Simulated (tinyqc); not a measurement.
What each parameter does: cyclotron resonance of ellipsoidal valleys, Ge type.

Valleys along [111], [-111], [1-11], [11-1], mass ml along the axis and mt across it. B lies in the (1-10) plane, b = (sin(theta)/sqrt2, sin(theta)/sqrt2, cos(theta)). For the angle phi between B and the axis, 1/mc^2 = cos^2(phi)/mt^2 + sin^2(phi)/(mt ml). Resonance: h nu = 2 muB B/mc, h = 2 pi hbar.

Constants: hbar = 6.58211957e-16 eV s; muB = 5.788381798e-05 eV/T.

Values chosen for the exercise (near those of Ge; the results hold for these values, not for the real material): ml = 1.658 m0 (longitudinal mass); mt = 0.084 m0 (transverse mass); theta = 77 degrees (angle of B from [001] towards [110]); nu = 140 GHz (microwave frequency).

Resonance fields B = h nu mc/(2 muB) of the valleys [111], [-111] and [11-1].

Results for these values:

| case | [111] (T) | [-111] (T) | [11-1] (T) |
|---|---|---|---|
| base | 0.4520 | 1.6270 | 0.6119 |

What happens to each result for theta = 73 degrees, all else kept?

Answer: [111] falls from 0.4520 to 0.4412; [-111] falls from 1.6270 to 1.5070; [11-1] rises from 0.6119 to 0.6591.

The same for each parameter in turn:

| case | [111] (T) | [-111] (T) | [11-1] (T) |
|---|---|---|---|
| base | 0.4520 | 1.6270 | 0.6119 |
| ml = 1.907 m0 | 0.4523 | 1.7126 | 0.6143 |
| mt = 0.092 m0 | 0.4949 | 1.7217 | 0.6683 |
| theta = 73 degrees | 0.4412 | 1.5070 | 0.6591 |
| nu = 154 GHz | 0.4972 | 1.7897 | 0.6731 |

tinyqc: `OMP_NUM_THREADS=1 python tinyqc.py 1281066 1281067 out.jsonl`; about 0.01 s, one thread, shared Intel(R) Xeon(R) Processor @ 2.30GHz.
